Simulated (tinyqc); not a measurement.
Changing the temperature T: thermal boundary conductance by the acoustic and diffuse mismatch models. Computed by tinyqc, a small Python program. Command: `OMP_NUM_THREADS=1 python tinyqc.py 3023483 3023484 out.jsonl kapitza sweep`. One thread of a shared host (Intel(R) Xeon(R) Processor @ 2.30GHz), about 0.01 s of CPU time with the checks.

Each side has one longitudinal and two transverse Debye branches, omega = v q up to q_D = (6 pi^2 n)^(1/3), with n counting all atoms. Scattering at the interface is elastic. Electrons are left out of G, also for metals. Melting is ignored. G refers to the temperatures of the phonons sent towards the interface. Linear branches over all atoms overstate G at high T, most for crystals with several atoms a cell.

Inputs (values chosen for the exercise, modelled on sapphire (side 1) and tungsten (side 2)):
```
quantity                     value     unit
density rho_1                 4.08   g/cm^3
longitudinal velocity vL_1   10900      m/s
transverse velocity vT_1      6530      m/s
atom density n_1               117   1/nm^3
conductivity kappa_1          35.6  W/(m K)
density rho_2                 19.6   g/cm^3
longitudinal velocity vL_2    5270      m/s
transverse velocity vT_2      2960      m/s
atom density n_2              63.6   1/nm^3
conductivity kappa_2           165  W/(m K)
thickness d_1                  380       nm
thickness d_2               220000       nm
heat flux J                    2.1  kW/cm^2
```

Structure: film on a substrate.

Constants: hbar = 1.054571817e-34 J s; k_B = 1.380649e-23 J/K.

Method:
- omega_c = v q_D for each branch, given as hbar omega_c/k_B; impedance Z = rho v.
- No mode conversion. t(theta) = 4 Z_1 Z_2 cos(theta_1) cos(theta_2)/N^2, with N = Z_2 cos(theta_1) + Z_1 cos(theta_2) for L (the form for pressure waves) and N = Z_1 cos(theta_1) + Z_2 cos(theta_2) for both T branches (the form for shear waves polarised along the interface); sin(theta_2) = (v_2/v_1) sin(theta_1), and t = 0 beyond the critical angle arcsin(v_1/v_2); the mean over the incoming flux is alpha = 2 int t sin(theta_1) cos(theta_1) d theta_1 (64 Gauss-Legendre points).
- G = (k_B^4 T^3/(8 pi^2 hbar^3)) int W(x) x^4 e^x/(e^x - 1)^2 dx, x = hbar omega/(k_B T). Acoustic mismatch: W = sum over the three branches of alpha(1 to 2)/v_1^2, each up to the lower of its two cut-offs. Diffuse mismatch: W = S_1 S_2/(S_1 + S_2), where S_i sums 1/v^2 over the branches of side i still below their cut-off. Radiation limit: W = min(S_1, S_2). The integral is split at the four cut-offs (64 Gauss-Legendre points a piece, x at most 45).
- Boundary resistance R = 1/G and Kapitza length kappa_2/G use the diffuse value.
- In series: Delta T = J (d_1/kappa_1 + R + d_2/kappa_2), with bulk conductivities in the layers and one-dimensional flow.

One run for each value; columns: (1) temperature T (K); (2) G, diffuse mismatch (MW/(m^2 K)); (3) G, acoustic mismatch (MW/(m^2 K)); (4) Kapitza length in side 2 (nm); (5) interface share of film plus interface:
```
(1)           (2)         (3)         (4)      (5)
3.0    1.2589e-02  1.1241e-02  1.3107e+07  0.99987
5.7    8.6347e-02  7.7099e-02  1.9109e+06  0.99908
11.0   6.2058e-01  5.5412e-01  2.6588e+05  0.99342
20.0   3.7298e+00  3.3303e+00  4.4238e+04  0.96171
38.0   2.5001e+01  2.2040e+01  6.5997e+03  0.78935
71.0   1.2603e+02  9.7091e+01  1.3092e+03  0.42639
130.0  3.7087e+02  2.3103e+02  4.4490e+02  0.20166
250.0  6.4575e+02  3.5564e+02  2.5552e+02  0.12670
480.0  7.7724e+02  4.1136e+02  2.1229e+02  0.10757
900.0  8.1932e+02  4.2886e+02  2.0139e+02  0.10261
```

Describe and explain the trends.

Over the rows, G, diffuse mismatch (MW/(m^2 K)) rises from 0.0126 to 819 (exponent d ln y / d ln x 3.0 between the first rows and 0.084 between the last); G, acoustic mismatch (MW/(m^2 K)) rises from 0.0112 to 429 (exponent d ln y / d ln x 3.0 between the first rows and 0.066 between the last); Kapitza length in side 2 (nm) falls from 1.31e7 to 201 (exponent d ln y / d ln x -3.0 between the first rows and -0.084 between the last). At the low end the exponent of G, diffuse mismatch is 3.00, close to 3: the T^3 law of long waves. At the low end the exponent of G, acoustic mismatch is 3.00, close to 3: the T^3 law of long waves. G follows the heat capacity of the modes that both sides share: T^3 while only long waves are excited, flat once k_B T passes the shared cut-offs. The conductivities are held fixed here.

Caution (rows 3.00, 5.70, 11.0, 20.0, 38.0, 71.0, 130): kappa_2 is of room-temperature size, so the Kapitza length is only nominal at this T. Caution (rows 3.00, 5.70, 11.0, 20.0, 38.0, 71.0): the rise is not small against T, so constant conductivities fail; a rise of thousands of kelvin would destroy the stack. Caution (rows 3.00, 5.70, 11.0, 20.0, 38.0, 71.0, 130): the conductivities are of room-temperature size; at this T real values can differ much and free paths can be long. Caution (rows 3.00, 5.70, 11.0, 20.0, 38.0, 71.0): R from emitted-phonon temperatures is too large for use in series with Fourier layers, by up to a factor of about 2. Caution (rows 250, 480, 900): at this temperature short waves carry the heat; linear branches up to q_D overstate their velocity, and inelastic processes, left out here, grow with T.
